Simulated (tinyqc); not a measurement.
# One electron in a tunnel-coupled double dot: charge qubit, sensing and quantum capacitance, step by step

Numbers from tinyqc (`OMP_NUM_THREADS=1 python tinyqc.py 2470022 2470023 out.jsonl`; about 0.01 s on one thread of a shared Intel Xeon 2.30GHz). Printed values are rounded.

Basis (left, right), H = [[ep/2, tc], [tc, -ep/2]], splitting Om = sqrt(ep^2 + 4 tc^2), ep = al times the gate voltage. In equilibrium the electron is on the right with the chance P_R = [1 + (ep/Om) tanh(Om/2 kB T)]/2.

Inputs (values chosen for the exercise):
```
symbol  value  unit                                   meaning
tc        5.9   ueV                           tunnel coupling
T       0.046     K                      electron temperature
al       0.12  eV/V     lever arm of the gate on the detuning
Cp       0.68    pF    parasitic capacitance of the resonator
f0        642   MHz                       resonator frequency
Q         128                           loaded quality factor
se       0.78   ueV  deviation of quasi-static detuning noise
ep          2   ueV                                  detuning
```

Constants: q = 1.602176634e-19 C, kB = 1.380649e-23 J/K, hbar = 1.054571817e-34 J s, h = 6.62607015e-34 J s, Vt = kB T/q. Results are converted to the units shown.

## Splitting and occupation

Also the frequency Om/h, the mixing angle arctan2(2 tc, ep) and the weight of the right dot in the ground state, (1 + ep/Om)/2.

Om = 11.96829 ueV
Om/h = 2.893920 GHz
mixing angle = 80.38027 degree
ground-state weight = 0.5835541
kB T = 3.963973 ueV
P_R = 0.5757730

## Capacitance seen by a resonator

q^2 al^2 dP_R/d(ep) splits into Cq = q^2 al^2 (2 tc^2/Om^3) tanh(Om/2 kB T) and Ct = q^2 al^2 (ep/Om)^2/(4 kB T cosh^2(Om/2 kB T)); Ct appears only if relaxation is faster than the drive. A resonator of frequency f0, capacitance Cp and quality factor Q shifts by df = -f0 Cq/(2 Cp) and its phase by -2 Q Cq/Cp.

Cq = 84.96838 aF
Ct = 0.7215577 aF
df = -40.11008 kHz
phase shift = -1832.783 millidegree

## Dephasing by charge noise

Noise in ep shifts Om by (ep/Om) d + (2 tc^2/Om^3) d^2. For Gaussian d of deviation se the spread of Om is sqrt[(ep se/Om)^2 + 2 (2 tc^2 se^2/Om^3)^2], and T2* is estimated as sqrt(2) hbar/spread; Om T2*/h counts the oscillations within T2*.

first-order spread = 0.1303444 ueV
second-order spread = 0.03494152 ueV
T2* = 6.897932 ns
oscillations within T2* = 19.96206

At ep = 0 the first-order term vanishes and T2* would be 25.5 ns.
